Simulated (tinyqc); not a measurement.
How the errors depend on the field: Haynes-Shockley experiment: drift, diffusion and decay of a minority-carrier pulse. Computed by tinyqc, a small Python program. Command: `OMP_NUM_THREADS=1 python tinyqc.py 3110536 3110537 out.jsonl haynes walk`. One thread of a shared host (Intel(R) Xeon(R) Processor @ 2.30GHz), about 0.01 s of CPU time with the checks.

A thin sheet of excess carriers is made at x = 0, t = 0 in a long uniform bar; injection is low, so the pulse moves with the minority mobility.

Inputs (values chosen for the exercise, modelled on holes in n-type germanium in a lightly doped bar):

| quantity | value | unit |
|---|---|---|
| minority mobility mu | 1870 | cm^2/(V s) |
| lifetime tau | 150 | microsecond |
| temperature T | 250 | K |
| field F | 15 | V/cm |
| distance d to the collector | 0.2 | cm |
| injected sheet density N0 | 3.4e+10 | 1/cm^2 |

Constants: k_B = 8.617333262e-05 eV/K.

Method:
- D = mu k_B T/e, v = mu F.
- Transit time d/v, diffusion length sqrt(D tau), drift length v tau, Peclet number v d/D = e F d/(k_B T).
- dn(x, t) = N0/sqrt(4 pi D t) exp(-(x - v t)^2/(4 D t) - t/tau).
- At fixed x the signal peaks where d ln(dn)/dt = 0: a t^2 + t/2 - x^2/(4 D) = 0 with a = v^2/(4 D) + 1/tau.
- The full width at half maximum is found by solving dn(x, t) = peak/2 on both sides of the peak.
- With w that width: mu = d/(F t_p); D = (w d)^2/(16 ln2 t_p^3). The field is scaled by the factors listed.

D = 40.2860 cm^2/s

Errors of the simple reading:

| factor | F (V/cm) | v d/D | v^2 tau/(4 D) | error of mu (%) | error of D (%) |
|---|---|---|---|---|---|
| 0.5 | 7.5 | 69.63 | 183 | 1.7192 | 2.4585 |
| 0.7 | 10.5 | 97.48 | 359 | 1.1704 | 1.7516 |
| 1.0 | 15.0 | 139.25 | 732 | 0.7889 | 1.2234 |
| 1.5 | 22.5 | 208.88 | 1648 | 0.5102 | 0.8140 |
| 2.5 | 37.5 | 348.14 | 4577 | 0.2986 | 0.4876 |
| 4.0 | 60.0 | 557.02 | 11718 | 0.1840 | 0.3045 |
| 7.0 | 105.0 | 974.78 | 35887 | 0.1040 | 0.1739 |

What does the comparison show, and why?

The error of mu falls from 1.72 to 0.104 %. For large v d/D it is about D/(v d) + 2 D/(v^2 tau), here 0.104 % in the last row: one part from spreading, one from recombination.

Extremes, crossings and ranges named in words are read from the listed rows.
